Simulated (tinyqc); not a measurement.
Luttinger-Kohn k.p, four valence bands, step by step. One step of it, computed by the program tinyqc.

Task: Bloch Hamiltonian at k. P = c g1 k^2, Q = c g2 (kx^2 + ky^2 - 2 kz^2), R = c sqrt3 [-g2 (kx^2 - ky^2) + 2i g3 kx ky], S = 2 c sqrt3 g3 (kx - i ky) kz, c = hbar^2/2m = 3.809982 eV angstrom^2; rows [P+Q, -S, R, 0], [-S*, P-Q, 0, R], [R*, 0, P-Q, S], [0, R*, S*, P+Q]. The path ends lie at |k| = 0.04 1/angstrom.

Luttinger parameters chosen for this model; energies are counted downward from the top of the valence band:
```
parameter     value  unit
g1         4.780000
g2         1.530000
g3         2.090000
```

k point k (1/angstrom): [0.040000, 0.024000, -0.039000]

Give: H(k) at k.

Result:

H(k) at k (eV), order 3/2, 1/2, -1/2, -3/2:
```
[[0.062, 0.043-0.026i, -0.010+0.026i, 0.000],
 [0.043+0.026i, 0.072, 0.000, -0.010+0.026i],
 [-0.010-0.026i, 0.000, 0.072, -0.043+0.026i],
 [0.000, -0.010-0.026i, -0.043-0.026i, 0.062]]
```
